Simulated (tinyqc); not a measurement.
# Area and perimeter leakage from two diodes

Problem. A square diode and a finger diode leak I = JA area + JP perimeter. Find JA, JP and the side of the square at which both parts are equal.

areas (um^2): 90000  90000
perimeters (um): 1200  36450
leakage currents (pA): 12.620400  13.219650

Answer. Two linear equations give JA and JP; for a square of side a, JA a^2 = 4 JP a at a = 4 JP/JA.

JA = 1.400e-8 A/cm^2
JP = 1.700e-13 A/cm
side for equal parts = 0.4857 um

Program tinyqc, `OMP_NUM_THREADS=1 python tinyqc.py 2290015 2290016 out.jsonl`; Intel Xeon 2.30GHz, shared host, one thread, about 0.01 s.
